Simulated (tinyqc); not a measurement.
Limits against temperature: thermal and gravitational stress in a wafer during furnace and rapid thermal processing, and the onset of slip. Computed by tinyqc, a small Python program. Command: `OMP_NUM_THREADS=1 python tinyqc.py 3028715 3028716 out.jsonl slip walk`. One thread of a shared host (Intel(R) Xeon(R) Processor @ 2.30GHz), about 0.01 s of CPU time with the checks.

A thin free disc in plane stress, isotropic; T(r) = T_centre + dT (r/R)^n. Stress is positive in tension; sigma_SB = 5.670374419e-8 W/(m^2 K^4), g = 9.80665 m/s^2.

Inputs (values chosen for the exercise, modelled on silicon):

| quantity | value | unit |
|---|---|---|
| wafer radius R | 75 | mm |
| thickness t | 675 | micrometre |
| Young's modulus E | 161 | GPa |
| expansion alpha | 4.45 | 1e-6/K |
| prefactor A of the critical stress | 0.00024 | MPa |
| energy U of the critical stress | 1.1 | eV |
| density rho | 2330 | kg/m^3 |
| heat capacity c | 915 | J/(kg K) |
| conductivity k | 29 | W/(m K) |
| wafer spacing s | 8.9 | mm |

Constants: k_B = 8.617333262e-05 eV/K.

Method. Critical resolved stress tau_c = A exp(U/(k_B T)), a form chosen for the exercise; slip when 0.492799 |s_tt(R)| > tau_c; allowed |dT| = tau_c (n + 2)/(0.492799 n alpha E). In a stack heated from the rim, heat flows inward by conduction and by radiation between wafers: k_eff = k + (16/3) sigma_SB T^3 s^2/t (a diffusion estimate with the spacing as path length). A steady ramp gives the parabolic lag dT = rho c (ramp) R^2/(4 k_eff); the allowed ramp uses n = 2.

For the parabolic profile:

| T (K) | tau_c (MPa) | allowed \|dT\| (K) | k_eff (W/(m K)) | allowed ramp (K/min) |
|---|---|---|---|---|
| 1050 | 45.707 | 258.91 | 70.08 | 363.14 |
| 1125 | 20.323 | 115.12 | 79.53 | 183.23 |
| 1200 | 10.000 | 56.65 | 90.32 | 102.40 |
| 1275 | 5.349 | 30.30 | 102.56 | 62.19 |
| 1350 | 3.067 | 17.37 | 116.31 | 40.44 |
| 1425 | 1.865 | 10.56 | 131.69 | 27.84 |
| 1500 | 1.191 | 6.75 | 148.77 | 20.09 |

From 1050 to 1500 K the allowed difference falls 38 times and the allowed ramp 18 times; radiation, which grows as T^3, gives back a factor 2.12. Ramps must slow as the wafer gets hotter.
